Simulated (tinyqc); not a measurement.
# Voltage drop against the pad pitch

A grid of 17 by 17 nodes with segments Rx (rows) and Ry (columns); every node draws I1 and the central node kh I1; pads with resistance Rp sit at the nodes whose row and column are multiples of the pitch, counting from 0. The drops u = Vdd - V follow from G u = i, with G the conductance matrix and i the load currents, solved directly.

Parameters, values chosen for the exercise:
- Vdd = 0.7 V (supply voltage)
- Rx = 0.2 ohm (resistance of a horizontal segment)
- Ry = 0.88 ohm (resistance of a vertical segment)
- Rp = 0.21 ohm (resistance from a pad node to the supply)
- kh = 8 (factor on the load at the hot node)
- I1 = 0.16 mA (load current of a node in the large grid)

Voltage drop against the pad pitch:

| pitch (nodes) | pads | worst drop (mV) | mean drop (mV) | largest drop at a pad (mV) | largest pad current (mA) | worst drop over Vdd (%) |
|---|---|---|---|---|---|---|
| 1 | 289 | 0.1169 | 0.03441 | 0.1169 | 0.5567 | 0.01670 |
| 2 | 81 | 0.2475 | 0.1712 | 0.2363 | 1.125 | 0.03536 |
| 4 | 25 | 0.9019 | 0.6995 | 0.6153 | 2.930 | 0.1288 |
| 8 | 9 | 3.064 | 2.587 | 1.724 | 8.210 | 0.4377 |
| 16 | 4 | 10.78 | 8.797 | 2.486 | 11.84 | 1.540 |

Read the table: what changes, and by how much?

The worst drop goes from 0.117 to 10.8 mV while the number of pads falls from 289 to 4; between the last two rows it goes as pitch^(1.81). The largest drop at a pad is 100 % of the worst drop in the first row and 23.1 % in the last; the rest falls along the wires.

Numbers from tinyqc (`OMP_NUM_THREADS=1 python tinyqc.py 2770109 2770110 out.jsonl`; about 0.1 s on one thread of a shared Intel Xeon 2.30GHz).
